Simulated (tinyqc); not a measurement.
Born-Oppenheimer dynamics on the UHF/6-31g surface (energies and gradients from PySCF), for H4, spin multiplicity 3, step by step. Computed by tinyqc, a small Python program that keeps every step (integrals from PySCF). Settings: charge = 0, multiplicity = 3, basis = 6-31g, time step (fs) = 0.2, steps = 16. Command: `OMP_NUM_THREADS=1 python tinyqc.py 27563 27564 out.jsonl` (the two numbers bound the seeds that draw the settings). One thread of a shared host (Intel(R) Xeon(R) Processor @ 2.60GHz), about 1 s of CPU time with the checks.

## Velocity Verlet step 1

positions (bohr):
```
           x         y        z
1H   0.03968   0.01890  0.04913
2H  -0.04157  -0.01701  1.55902
3H   0.00567   2.21665  0.05291
4H   0.01512   2.19775  1.52501
```

velocities (bohr per atomic time unit):
```
              x            y            z
1H   0.00006225   0.00004875   0.00004775
2H  -0.00008175  -0.00001625  -0.00002025
3H   0.00000025  -0.00000025   0.00005375
4H   0.00001925  -0.00003225  -0.00008125
```

gradient (hartree/bohr):
```
             x           y           z
1H  -0.0037572   0.0032329   0.1156698
2H   0.0037660   0.0053411  -0.1133346
3H  -0.0017544  -0.0037990   0.1069772
4H   0.0017456  -0.0047750  -0.1093123
```

masses (electron masses): 1H 1837.15259, 2H 1837.15259, 3H 1837.15259, 4H 1837.15259

gradient after step 1 (hartree/bohr):
```
             x           y           z
1H  -0.0037615   0.0032409   0.1147249
2H   0.0037701   0.0053439  -0.1123556
3H  -0.0017869  -0.0037772   0.1057882
4H   0.0017783  -0.0048075  -0.1081574
```

dt = 0.2 fs = 8.2683 atomic units; x' = x + v dt - g dt^2 / (2m); after the new gradient g', v' = v - (g + g') dt / (2m).

positions after step 1 (bohr):
```
           x         y        z
1H   0.04027   0.01924  0.04738
2H  -0.04232  -0.01724  1.56097
3H   0.00570   2.21672  0.05137
4H   0.01524   2.19757  1.52637
```

velocities after step 1 (bohr per atomic time unit):
```
              x            y            z
1H   0.00007917   0.00003418  -0.00047071
2H  -0.00009871  -0.00004029   0.00048762
3H   0.00000822   0.00001680  -0.00042504
4H   0.00001132  -0.00001069   0.00040812
```

## Velocity Verlet step 2

gradient after step 2 (hartree/bohr):
```
             x           y           z
1H  -0.0036325   0.0032470   0.1113695
2H   0.0036409   0.0052516  -0.1089681
3H  -0.0018347  -0.0036625   0.1019074
4H   0.0018262  -0.0048361  -0.1043088
```

As before.

positions after step 2 (bohr):
```
           x         y        z
1H   0.04099   0.01946  0.04135
2H  -0.04321  -0.01767  1.56709
3H   0.00581   2.21693  0.04588
4H   0.01531   2.19757  1.53176
```

velocities after step 2 (bohr per atomic time unit):
```
              x            y            z
1H   0.00009581   0.00001958  -0.00097949
2H  -0.00011539  -0.00006414   0.00098566
3H   0.00001637   0.00003354  -0.00089241
4H   0.00000321   0.00001101   0.00088623
```

## Energy conservation

The total energy should stay constant up to terms of order dt^2; the step counts as short enough if it moves by less than 2 % of the largest kinetic energy.

Trajectory:

| time (fs) | 1H-2H (angstrom) | potential (hartree) | kinetic (hartree) | total (hartree) |
|---|---|---|---|---|
| 0.00000 | 0.80038 | -1.9473082 | 0.0000246 | -1.9472836 |
| 0.20000 | 0.80238 | -1.9480467 | 0.0007587 | -1.9472880 |
| 0.40000 | 0.80885 | -1.9505552 | 0.0032529 | -1.9473023 |
| 0.60000 | 0.81967 | -1.9546064 | 0.0072825 | -1.9473239 |
| 0.80000 | 0.83460 | -1.9598557 | 0.0125068 | -1.9473488 |
| 1.00000 | 0.85338 | -1.9658982 | 0.0185248 | -1.9473734 |
| 1.20000 | 0.87568 | -1.9723254 | 0.0249305 | -1.9473949 |
| 1.40000 | 0.90116 | -1.9787689 | 0.0313572 | -1.9474117 |
| 1.60000 | 0.92945 | -1.9849276 | 0.0375043 | -1.9474233 |
| 1.80000 | 0.96021 | -1.9905768 | 0.0431467 | -1.9474300 |
| 2.00000 | 0.99313 | -1.9955662 | 0.0481335 | -1.9474327 |
| 2.20000 | 1.02788 | -1.9998098 | 0.0523775 | -1.9474323 |
| 2.40000 | 1.06419 | -2.0032728 | 0.0558432 | -1.9474296 |
| 2.60000 | 1.10181 | -2.0059597 | 0.0585343 | -1.9474254 |
| 2.80000 | 1.14050 | -2.0079023 | 0.0604821 | -1.9474202 |
| 3.00000 | 1.18008 | -2.0091517 | 0.0617371 | -1.9474146 |
| 3.20000 | 1.22034 | -2.0097711 | 0.0623625 | -1.9474086 |

The total energy moves within 1.5e-04 hartree, under 2 % of the largest kinetic energy.
